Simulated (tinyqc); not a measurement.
Minority-electron transport through the base of a bipolar transistor (Moll-Ross and Kroemer integrals). Changing the base width W. Computed by tinyqc, a small Python program. Command: `OMP_NUM_THREADS=1 python tinyqc.py 3020468 3020469 out.jsonl base sweep`. One thread of a shared host (Intel(R) Xeon(R) Processor @ 2.30GHz), about 0.01 s of CPU time with the checks.

Low injection, one dimension, x from the emitter edge (0) to the collector edge (W), s = x/W. Recombination is treated as a small correction (valid for tau_B well below tau_n), computed from the stored charge.

Inputs (values chosen for the exercise, modelled on InP):
```
quantity                                     value        unit
intrinsic density n_i at the emitter edge  1.2e+07      1/cm^3
base doping at the emitter edge N_0          6e+17      1/cm^3
mu_min                                         530  cm^2/(V s)
mu_max                                        4560  cm^2/(V s)
N_ref                                        1e+17      1/cm^3
saturation velocity v_s                       0.83    1e7 cm/s
electron lifetime tau_n                       0.51          ns
emitter Gummel number G_E                  5.5e+13      s/cm^4
base-emitter voltage V_BE                     0.78           V
temperature T                                  300           K
doping ratio N_0/N(W)                           87           -
gap narrowing across the base dE_g              21         meV
```

Base doping profile: exponential. Gap grading: linear. Exit of the base: saturation velocity.

Constants: k_B = 8.617333262e-05 eV/K; e = 1.602176634e-19 C.

Method:
- N(x) = N_0 (ratio)^(-s); n_i(x)^2 = n_i^2 exp(s dE_g/k_B T); D(x) = (k_B T/e) mu, mu = mu_min + (mu_max - mu_min)/(1 + (N/N_ref)^0.7).
- With y(x) = N n_i^2/(D n_i(x)^2): base Gummel number G_B = int_0^W y dx + N(W) n_i^2/(v_s n_i(W)^2); J_C = e n_i^2 exp(e V_BE/k_B T)/G_B; n(x) = (J_C/e)(n_i(x)^2/(N n_i^2)) [int_x^W y dx + the same exit term]; transit time tau_B = (e/J_C) int n dx; trapezoid rule on 401 even points.
- Emitter-limited gain beta_E = G_E/G_B; recombination-limited gain beta_R = tau_n/tau_B; 1/beta = 1/beta_E + 1/beta_R; f_T from the base alone = 1/(2 pi tau_B).

One run for each value; columns: (1) base width W (nm); (2) base transit time tau_B (ps); (3) current gain beta; (4) f_T from the base alone (GHz); (5) mean velocity W/tau_B (1e7 cm/s); (6) share of the exit term in G_B (%):
```
(1)          (2)         (3)         (4)     (5)     (6)
10    2.4822e-02  1.0078e+04  6.4118e+03  4.0286  13.262
18    4.7722e-02  5.5800e+03  3.3351e+03  3.7719   7.829
32    9.4302e-02  3.0126e+03  1.6877e+03  3.3934   4.560
56    1.9342e-01  1.5835e+03  8.2286e+02  2.8953   2.658
100   4.3832e-01  7.6647e+02  3.6310e+02  2.2814   1.506
180   1.0931e+00  3.4020e+02  1.4559e+02  1.6466   0.842
320   2.8897e+00  1.4132e+02  5.5078e+01  1.1074   0.476
560   7.8957e+00  5.5728e+01  2.0157e+01  0.7092   0.272
1000  2.3393e+01  1.9896e+01  6.8034e+00  0.4275   0.153
```

What does the table show, and why?

Over the rows, base transit time tau_B (ps) rises from 0.0248 to 23.4 (exponent d ln y / d ln x 1.1 between the first rows and 1.9 between the last); current gain beta falls from 10100 to 19.9 (exponent d ln y / d ln x -1.0 between the first rows and -1.8 between the last); f_T from the base alone (GHz) falls from 6410 to 6.80 (exponent d ln y / d ln x -1.1 between the first rows and -1.9 between the last). At the low end the exponent of current gain beta is -1.01, close to -1: emitter-limited gain, or recombination with a transit time limited by the exit velocity.

Caution (rows 10.0, 18.0, 32.0, 56.0, 100, 180, 320): the mean velocity exceeds v_s, so drift-diffusion with a low-field mobility overstates the speed. Caution (rows 10.0, 18.0): the base is only a few mean free paths wide, so transport is partly ballistic. Caution (rows 10.0): a current gain above 1e4 is beyond working transistors: the base charge is too small for this emitter.
